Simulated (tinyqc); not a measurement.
Relaxation at fixed composition: composition and strain of an epitaxial Si(1-x)Ge(x) layer from Raman and X-ray peaks. Computed by tinyqc, a small Python program. Command: `OMP_NUM_THREADS=1 python tinyqc.py 3015340 3015341 out.jsonl epiraman walk`. One thread of a shared host (Intel(R) Xeon(R) Processor @ 2.30GHz), about 0.01 s of CPU time with the checks.

A (001) layer, biaxially strained in the plane. The Raman peaks follow empirical lines omega = w0 + c1 x + c3 x^3 + b eps (c3 for Si-Ge alone), with eps the in-plane strain.

Inputs (values chosen for the exercise, modelled on silicon-germanium):

| quantity | value | unit |
|---|---|---|
| Ge fraction x | 0.39 | - |
| lattice constant of Si | 5.431 | angstrom |
| lattice constant of Ge | 5.658 | angstrom |
| bowing B | 0.029 | angstrom |
| 2 C12/C11 of Si | 0.775 | - |
| 2 C12/C11 of Ge | 0.759 | - |
| Si-Si: w0 | 520.3 | 1/cm |
| Si-Si: c1 | -65.1 | 1/cm |
| Si-Si: strain coefficient b | -708 | 1/cm |
| Ge-Ge: w0 | 280.5 | 1/cm |
| Ge-Ge: c1 | 18.5 | 1/cm |
| Ge-Ge: strain coefficient b | -425 | 1/cm |
| X-ray wavelength | 1.540598 | angstrom |

Substrate: silicon.

Method:
- Relaxed lattice constant a(x) = a_Si + (a_Ge - a_Si) x - B x (1 - x).
- In-plane constant a_par = a_sub + R (a(x) - a_sub); eps = a_par/a(x) - 1; eps_perp = -(2 C12/C11) eps with 2 C12/C11 linear in x; a_perp = a(x) (1 + eps_perp).
- (004) Bragg angle theta = arcsin(2 lambda/a), with a = a_perp for the layer and a_sub for the substrate; separation = layer less substrate. The apparent x is the one that a fully strained layer (R = 0) would need to give the same a_perp.

Signatures:

| R | eps (per mille) | Si-Si (1/cm) | Ge-Ge (1/cm) | a_perp (angstrom) | (004) separation (arcsec) | apparent x if R = 0 is assumed |
|---|---|---|---|---|---|---|
| 0.00 | -14.808 | 505.40 | 294.01 | 5.5754 | -3657.9 | 0.39000 |
| 0.15 | -12.587 | 503.82 | 293.06 | 5.5660 | -3426.5 | 0.36572 |
| 0.30 | -10.366 | 502.25 | 292.12 | 5.5566 | -3194.2 | 0.34130 |
| 0.50 | -7.404 | 500.15 | 290.86 | 5.5440 | -2882.9 | 0.30851 |
| 0.70 | -4.442 | 498.06 | 289.60 | 5.5315 | -2569.8 | 0.27544 |
| 0.85 | -2.221 | 496.48 | 288.66 | 5.5220 | -2333.9 | 0.25045 |
| 1.00 | 0.000 | 494.91 | 287.71 | 5.5126 | -2097.0 | 0.22531 |

Full relaxation moves the Si-Si peak by -10.48 per cm and shrinks the X-ray separation to 57 % of its strained value, about 1/(1 + 2 C12/C11). A symmetric reflection alone cannot part x from R: a relaxed layer read as strained gives x = 0.225 in place of 0.39. An asymmetric reflection or a second peak is needed.

Extremes, crossings and ranges named in words are read from the listed rows.
